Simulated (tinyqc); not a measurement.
Inside a calculation. Method: power iteration on a symmetric matrix. One step of it, computed by the program tinyqc.

Problem. Step 3. w = (A - shift) v; v' = w/|w| with its largest component positive (the first on a tie); lambda = v'^T A v'.

A:
```
          1          2          3          4          5          6
1  0.911000   0.468000   0.563000   0.482000   0.362000   0.755000
2  0.468000   0.962000   0.601000   0.475000  -0.535000  -0.219000
3  0.563000   0.601000   1.051000   0.100000   0.747000  -0.015000
4  0.482000   0.475000   0.100000   1.359000  -0.382000  -0.167000
5  0.362000  -0.535000   0.747000  -0.382000   1.596000  -0.138000
6  0.755000  -0.219000  -0.015000  -0.167000  -0.138000   2.666000
```

vector after step 2: 0.553288  0.267061  0.448459  0.252271  0.243730  0.546251

shift = -0.060000

Give: vector after step 3; Rayleigh quotient after step 3.

Solution.

vector after step 3: 0.541  0.236  0.412  0.216  0.220  0.622

Rayleigh quotient after step 3 = 2.820
